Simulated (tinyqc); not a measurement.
Chemically amplified photoresist: aerial image, acid generation, bake, development and line width: one step, computed by the program tinyqc. Command: `OMP_NUM_THREADS=1 python tinyqc.py 3021793 3021794 out.jsonl resist walk`. One thread of a shared host (Intel(R) Xeon(R) Processor @ 2.30GHz), about 0.03 s of CPU time with the checks.

Lines and spaces of pitch p with a two-beam-like image; x = 0 is the middle of the bright space. The resist is positive and treated as uniform in depth.

Question. Space width and dose latitude. Dose E(x) = E [1 + c cos(2 pi x/p)]; acid h = 1 - exp(-C E(x)). Bake: the acid image is blurred by a Gaussian of variance sigma^2 = 2 D t (each Fourier term k of h, taken on 64 points, is multiplied by exp(-4 pi^2 k^2 D t/p^2)). The quencher then removes q, h_eff = max(h_blurred - q, 0); protection m = exp(-k_amp t h_eff). Mack rate r = r_max (a + 1)(1 - m)^n/(a + (1 - m)^n) + r_min, a = ((n + 1)/(n - 1))(1 - m_th)^n. Edge: vertical development clears the film where r t_d >= d; the space width is twice the x where r = d/t_d. Dose sensitivity = d ln(width)/d ln E from widths at 1.005 E and E/1.005; image log-slope at the edge = |d ln E/dx|, normalised by the width (NILS); latitude for 10 % of width = 10 %/sensitivity.

Inputs (values chosen for the exercise, for a model resist at 193 nm): pitch p = 130 nm; image contrast c = 0.5; mean dose E = 15.5 mJ/cm^2; Dill parameter C = 0.015 cm^2/mJ; quencher load q, relative to the acid generator = 0.14; acid diffusivity D = 1.3 nm^2/s; bake time t = 45 s; amplification rate k_amp = 0.029 1/s; threshold protection m_th = 0.48; development selectivity n = 3; largest rate r_max = 1500 nm/s; smallest rate r_min = 0.042 nm/s; resist thickness d = 94 nm; development time t_d = 45 s.

Give: space width; dose sensitivity; NILS; dose latitude.

Answer.

space width = 71.80 nm

dose sensitivity = 1.233

NILS = 1.864

dose latitude = 8.108 %

At the same width a resist without blur would give a sensitivity 2/NILS = 1.073; the blur multiplies it by 1.15. Caution: lateral development, standing waves and the joint diffusion of acid and quencher are left out, so widths are indicative.
